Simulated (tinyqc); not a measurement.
# Worked calculation: read current of a NAND string, cells in series solved by shooting

Program tinyqc, `OMP_NUM_THREADS=1 python tinyqc.py 2142207 2142208 out.jsonl`; Intel Xeon 2.30GHz, shared host, one thread, about 0.3 s. Printed values are rounded.

Cells in series, numbered from 0 at the source line (0 V) to the bit line, each followed by a gap resistance Rg. A cell with gate Vg, threshold VT, source Vs and drain Vd passes I = 2 nf K Vt^2 [F(Vs) - F(Vd)]/(1 + th max(Vg - VT, 0)), F(V) = ln^2(1 + exp((Vg - VT - nf V)/(2 nf Vt))). The selected cell has Vg = Vr, the others Vg = Vp.

Values chosen for this exercise; values of the order met in vertical NAND strings: temperature T = 300 K; gain factor of a cell K = 4.6 uA/V^2; slope factor nf = 1.7; mobility reduction factor th = 0.03 1/V; resistance of the gap between cells Rg = 8.4 kohm; bit-line voltage Vbl = 0.4 V; pass voltage Vp = 6.2 V; read voltage on the selected word line Vr = 2.54 V.

Constants: q = 1.602176634e-19 C, kB = 1.380649e-23 J/K, Vt = kB T/q. Results are converted to the units shown.

## Step 1: node voltages for a trial current

first trial current = 0.65 uA
thresholds from the source end, cell 0 to 4 (V): -2  -2  0.8  -2  4

For a trial current I start at 0 V and, cell by cell (the selected one is cell 2), solve for the drain: sqrt(F(Vd)) = sqrt(F(Vs) - I/k), k = 2 nf K Vt^2/(1 + th max(Vg - VT, 0)), Vd = [Vg - VT - 2 nf Vt ln(exp(sqrt F) - 1)]/nf, then add I Rg.

node voltage after each cell and gap, trial 1, cell 0 to 4 (V): 0.02697937  0.05408033  0.1543962  0.1820905  0.2703099

## Step 2: node voltages for a trial current

second trial current = 0.8 uA

As before.

node voltage after each cell and gap, trial 2, cell 0 to 4 (V): 0.03321909  0.06662296  0.1933587  0.2276909  0.3421101

## Course of the secant iteration

Secant steps on the end voltage less Vbl, from the two trials; a trial above the saturation current of a cell has no solution and is moved halfway to the previous trial. Stop below 1e-9 V.

Course of the iteration:
```
iteration     I (uA)  end voltage - Vbl (V)  halvings
1          0.9209396                3.76e-3         0
2          0.9135565               -1.10e-4         0
3          0.9137666               -2.11e-7         0
4          0.9137670               1.18e-11         0
```

Converged in 4 iterations to I = 0.91377 uA. The selected cell takes 35.0 % of the bit-line voltage and the gaps together 9.59 %.
